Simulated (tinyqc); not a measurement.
Valley-orbit splitting of a donor ground state, with strain: one step, computed by the program tinyqc.

The basis is the 1s envelope in each valley; energies are counted from the unstrained conduction-band edge. The strain is e_s (a a^T - 1/3) for the unit stress axis a, so valley j along n_j moves by Xi_u e_s w_j with w_j = (n_j.a)^2 - 1/3: +1/6 for x and y, -1/3 for z. The splitting at the zone boundary that a [110] shear adds for <100> valleys is left out.

Problem. Levels and ground state under strain. Diagonalise H; the ground vector has positive components. The density at the nucleus, and so the contact hyperfine coupling, scales as (sum_j c_j)^2/(number of valleys), which is 1 without strain; the envelopes are held fixed.

Valleys: six along <100>. Stress axis: [110].

H (meV):
```
,+x,-x,+y,-y,+z,-z
+x,-35.50998,-3.12000,-4.33000,-4.33000,-4.33000,-4.33000
-x,-3.12000,-35.50998,-4.33000,-4.33000,-4.33000,-4.33000
+y,-4.33000,-4.33000,-35.50998,-3.12000,-4.33000,-4.33000
-y,-4.33000,-4.33000,-3.12000,-35.50998,-4.33000,-4.33000
+z,-4.33000,-4.33000,-4.33000,-4.33000,-33.59003,-3.12000
-z,-4.33000,-4.33000,-4.33000,-4.33000,-3.12000,-33.59003
```

Give: levels; valley amplitudes of the ground state; hyperfine ratio A/A_0.

Solution.

levels (meV): [-55.34, -32.39, -32.39, -30.47, -29.97, -28.66]

valley amplitudes of the ground state: +x 0.4178, -x 0.4178, +y 0.4178, -y 0.4178, +z 0.3884, -z 0.3884

hyperfine ratio A/A_0 = 0.9988
